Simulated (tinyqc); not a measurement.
Inside a calculation. Method: FCI on RHF in the sto-3g basis, for H3+, spin multiplicity 1. One step of it, computed by the program tinyqc.

Problem. Orthogonalisation. S = U s U^T; symmetric (Loewdin) form X = U s^(-1/2) U^T, so that X^T S X = 1.

overlap S:
```
          1H 1s     2H 1s     3H 1s
1H 1s  1.000000  0.469799  0.426046
2H 1s  0.469799  1.000000  0.426046
3H 1s  0.426046  0.426046  1.000000
```

Give: eigenvalues of S; X.

Solution.

eigenvalues of S: 0.5302  0.5882  1.8816

X:
```
         1H 1s    2H 1s    3H 1s
1H 1s   1.1427  -0.2307  -0.1894
2H 1s  -0.2307   1.1427  -0.1894
3H 1s  -0.1894  -0.1894   1.1208
```
